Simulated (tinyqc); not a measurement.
Schottky emission and Poole-Frenkel conduction in an insulator, and how to tell them apart: two steps of the calculation.

Schottky emission (electrode-limited): J = As T^2 exp[-(pb - b sqrt(F))/Vt], b = sqrt(q/(4 pi eps0 ei)). Poole-Frenkel emission (bulk-limited): J = s0 F exp[-(pt - 2 b sqrt(F))/Vt]. F in V/cm.

Inputs (values chosen for the exercise); dielectric values close to those of aluminium oxide:

| symbol | value | unit | meaning |
|---|---|---|---|
| T | 300 | K | temperature |
| ei | 3.3 |  | high-frequency relative permittivity |
| es | 9.25 |  | static relative permittivity |
| pt | 1.18 | eV | trap depth |
| s0 | 9.8 | S/cm | Poole-Frenkel prefactor |
| pb | 1.44 | eV | electrode barrier |
| As | 60 | A/(cm^2 K^2) | Richardson constant |
| F | 1.9 | MV/cm | field |

Constants: q = 1.602176634e-19 C, kB = 1.380649e-23 J/K, Vt = kB T/q, eps0 = 8.8541878128e-14 F/cm where lengths are in cm. Results are converted to the units shown.

Question 1. Both currents at one field. Lowerings b sqrt(F) and 2 b sqrt(F); the image-force maximum lies at sqrt(q/(16 pi eps0 ei F)) from the electrode.

Give: Schottky lowering; position of the barrier top; Poole-Frenkel lowering; J, Schottky; J, Poole-Frenkel.

Answer 1.

Schottky lowering = 287.94 meV
position of the barrier top = 0.75773 nm
Poole-Frenkel lowering = 575.87 meV
J, Schottky = 2.3909e-13 A/cm^2
J, Poole-Frenkel = 0.0013215 A/cm^2

Injection and bulk transport act in series, so the smaller capacity limits the current: here the electrode, by a factor of 5.53e9.

Question 2. Which mechanism made these data. The data come from another sample of the same dielectric, in which one mechanism alone limits the current. Fit straight lines by least squares: ln J on sqrt(F) (Schottky plot, slope b/Vt) and ln(J/F) on sqrt(F) (Poole-Frenkel plot, slope 2 b/Vt), F in V/cm, and read a permittivity from each slope. The right mechanism gives a value near ei, and in any case between ei and es.

```
point,F (MV/cm),J (A/cm^2)
0,1.12,2.649e-7
1,1.79,3.882e-5
2,2.47,0.00234
3,3.14,0.07583
4,3.81,1.685
5,4.49,29.53
```

Find: slope of the Schottky plot; permittivity read as Schottky; slope of the Poole-Frenkel plot; permittivity read as Poole-Frenkel.

Answer 2.

slope of the Schottky plot = 0.01746 (cm/V)^0.5
permittivity read as Schottky = 0.7068
slope of the Poole-Frenkel plot = 0.01616 (cm/V)^0.5
permittivity read as Poole-Frenkel = 3.300

Both plots are nearly straight, so straightness decides nothing. Read as Poole-Frenkel the data give 3.30, which matches ei = 3.3; read as Schottky they give 0.707, below 1 and impossible. The data are Poole-Frenkel.

Numbers from tinyqc (`OMP_NUM_THREADS=1 python tinyqc.py 2370168 2370169 out.jsonl`; about 0.01 s on one thread of a shared Intel Xeon 2.30GHz).
